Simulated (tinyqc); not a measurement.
Coherent transport through a tight-binding region between two chains, step by step. One step of it, computed by the program tinyqc.

Problem. Transmission at E = 0.63 eV. Surface Green function g = (E - i sqrt(4 t^2 - E^2)) / (2 t^2); self-energy tc^2 g on each contact site; G = (E - H - Sigma)^(-1); Gamma = -2 Im Sigma; T = Gamma_L Gamma_R |G_LR|^2; local density of states -Im G_ii / pi.

H of the central region (eV):
$$\begin{pmatrix}
0.000000 & -1.530000 & 0.000000 & 0.000000 & -1.530000 \\
-1.530000 & 0.980000 & -1.530000 & 0.000000 & 0.000000 \\
0.000000 & -1.530000 & 0.980000 & -1.530000 & 0.000000 \\
0.000000 & 0.000000 & -1.530000 & 0.980000 & -1.530000 \\
-1.530000 & 0.000000 & 0.000000 & -1.530000 & 0.000000
\end{pmatrix}$$

Leads: semi-infinite chains with site energy 0:
```
parameter                           value
lead hopping t (eV)              1.250000
coupling to the left lead (eV)   0.490000
coupling to the right lead (eV)  0.430000
left contact site                       1
right contact site                      2
```

E = 0.630000 eV

Give: g; G; local density of states; transmission.

Solution.

g = 0.2016-0.7742i 1/eV

G (1/eV):
$$\begin{pmatrix}
0.3447-0.0404i & 0.3532-0.0367i & -0.2588-0.0019i & -0.4124+0.0363i & 0.1644+0.0102i \\
0.3532-0.0367i & 0.2689-0.0340i & 0.3653+0.0029i & -0.1854+0.0346i & -0.4077+0.0050i \\
-0.2588-0.0019i & 0.3653+0.0029i & 0.3515-0.0315i & 0.3687-0.0101i & -0.2671+0.0292i \\
-0.4124+0.0363i & -0.1854+0.0346i & 0.3687-0.0101i & 0.2697-0.0370i & 0.3466+0.0017i \\
0.1644+0.0102i & -0.4077+0.0050i & -0.2671+0.0292i & 0.3466+0.0017i & 0.3464-0.0288i
\end{pmatrix}$$

local density of states (1/eV): [0.0129, 0.0108, 0.0100, 0.0118, 0.0092]

transmission = 0.0134
